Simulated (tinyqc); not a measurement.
On-chip power grid, static voltage drop by conjugate gradients: two steps of the calculation.

A grid of 3 rows and 4 columns, node k = 4 row + column. Neighbours in a row are joined by Rx, in a column by Ry; pad nodes, which reach the supply through Rp: 0. Each node draws I0, node 9 draws kh I0. The drops u = Vdd - V solve G u = i, with G the conductance matrix (1/Rp added on the diagonal at pad nodes).

Parameters, values chosen for the exercise: supply voltage Vdd = 1 V; resistance of a horizontal segment Rx = 0.25 ohm; resistance of a vertical segment Ry = 0.12 ohm; resistance from a pad node to the supply Rp = 0.041 ohm; load current of an ordinary node I0 = 3.4 mA; factor on the load at the hot node kh = 8.

Question 1. Conjugate-gradient step. q = G p; with z = r/G_kk: a = (r.z)/(p.q); u(new) = u + a p; r(new) = r - a q; b = (r.z)(new)/(r.z); p(new) = z(new) + b p.

u at the start (mV):
```
,col 0,col 1,col 2,col 3
row 0,0,0,0,0
row 1,0,0,0,0
row 2,0,0,0,0
```

r at the start (mA):
```
,col 0,col 1,col 2,col 3
row 0,3.4,3.4,3.4,3.4
row 1,3.4,3.4,3.4,3.4
row 2,3.4,27.2,3.4,3.4
```

p at the start (mV):
```
,col 0,col 1,col 2,col 3
row 0,0.092583573,0.20816327,0.20816327,0.27567568
row 1,0.16451613,0.13783784,0.13783784,0.16451613
row 2,0.27567568,1.6653061,0.20816327,0.27567568
```

Give: q; a; u after iteration 1; r after iteration 1; b; p after iteration 1.

Answer 1.

q (mA):
```
,col 0,col 1,col 2,col 3
row 0,1.20,1.05,0.32,1.20
row 1,-0.22,-13.42,-1.28,-1.75
row 2,-4.63,24.12,-5.51,1.20
```

a = 1.444

u after iteration 1 (mV):
```
,col 0,col 1,col 2,col 3
row 0,0.134,0.300,0.300,0.398
row 1,0.237,0.199,0.199,0.237
row 2,0.398,2.404,0.300,0.398
```

r after iteration 1 (mA):
```
,col 0,col 1,col 2,col 3
row 0,1.67,1.89,2.94,1.67
row 1,3.72,22.77,5.25,5.92
row 2,10.09,-7.61,11.36,1.67
```

b = 0.8646

p after iteration 1 (mV):
```
,col 0,col 1,col 2,col 3
row 0,0.126,0.295,0.360,0.374
row 1,0.322,1.042,0.332,0.429
row 2,1.056,0.974,0.875,0.374
```

Question 2. Worst drop, pad currents and power lost. Pad current u/Rp; worst drop as a share of Vdd; power lost in the grid and pads sum_k i_k u_k; power delivered sum_k i_k (Vdd - u_k).

converged u (mV):
```
,col 0,col 1,col 2,col 3
row 0,2.648600,9.156987,11.964339,13.093949
row 1,6.868574,10.525484,12.361655,13.228161
row 2,8.925232,12.359935,12.816411,13.370296
```

Give: worst drop; share of Vdd; pad currents; power lost; power delivered.

Answer 2.

worst drop = 13.370 mV
share of Vdd = 1.3370 %
pad currents (mA): node 0 64.600
power lost = 0.72705 mW
power delivered = 63.873 mW

The pad currents add up to the total load, 64.60 mA. The worst drop is at node 11, not at the hot node.

Computed by the program tinyqc: `OMP_NUM_THREADS=1 python tinyqc.py 2770231 2770232 out.jsonl`, one thread of a shared Intel Xeon 2.30GHz, about 0.1 s for the whole run.
